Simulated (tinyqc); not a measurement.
What each parameter does: two-band tight binding of a puckered layer.

With X = kx ax/2 and Y = ky ay/2: h = t2 + 2 cos(Y) (t1 exp(iX) + t3 exp(-iX)) + t5 exp(2iX), d = 4 t4 cos(X) cos(Y), H = [[d, h], [h*, d]], E = d -/+ |h|.

Constants: hbar^2/2m0 = 3.80998211 eV angstrom^2.

Inputs chosen for the exercise (near a published set for monolayer black phosphorus; shifted at random, so the results belong to these values and not to a real crystal):

| symbol | value | unit | meaning |
|---|---|---|---|
| ax | 4.35 | angstrom | period along x (armchair) |
| ay | 3.3 | angstrom | period along y (zigzag) |
| t1 | -1.237 | eV | along the zigzag |
| t2 | 3.666 | eV | across the pucker |
| t3 | -0.188 | eV | second in the sheet |
| t4 | -0.11 | eV | same sublattice |
| t5 | -0.06 | eV | far across |

Gap at Gamma and masses m/m0 = c q^2/|E(q) - E(0)| with q = 0.001 1/angstrom, c = hbar^2/2m0.

One parameter was then changed.

Results before and after:

| case | gap (eV) | m_e x | m_h x | m_e y | m_h y |
|---|---|---|---|---|---|
| base | 1.5120 | 0.1605 | 0.1759 | 0.851 | 1.161 |
| changed | 1.5120 | 0.1512 | 0.1658 | 0.851 | 1.161 |

Which of these changes was made? (a) t2 = 3.696 eV; (b) t3 = -0.158 eV; (c) t4 = -0.08 eV; (d) t5 = -0.03 eV; (e) ax = 4.481 angstrom; (f) t1 = -1.207 eV.

Answer: (e) ax = 4.481 angstrom. Of the candidates, run in turn, only this one gives the changed row.

All candidates:

| case | gap (eV) | m_e x | m_h x | m_e y | m_h y |
|---|---|---|---|---|---|
| base | 1.5120 | 0.1605 | 0.1759 | 0.851 | 1.161 |
| t1 = -1.207 eV | 1.6320 | 0.1755 | 0.1941 | 0.867 | 1.191 |
| t2 = 3.696 eV | 1.5720 | 0.1646 | 0.1808 | 0.851 | 1.161 |
| t3 = -0.158 eV | 1.6320 | 0.1639 | 0.1800 | 0.867 | 1.191 |
| t4 = -0.08 eV | 1.5120 | 0.1624 | 0.1736 | 0.883 | 1.106 |
| t5 = -0.03 eV | 1.5720 | 0.1726 | 0.1905 | 0.851 | 1.161 |
| ax = 4.481 angstrom | 1.5120 | 0.1512 | 0.1658 | 0.851 | 1.161 |

Run: tinyqc, `OMP_NUM_THREADS=1 python tinyqc.py 1482253 1482254 out.jsonl`; Intel(R) Xeon(R) Processor @ 2.30GHz, one thread, shared host; about 0.01 s of CPU time with all checks.
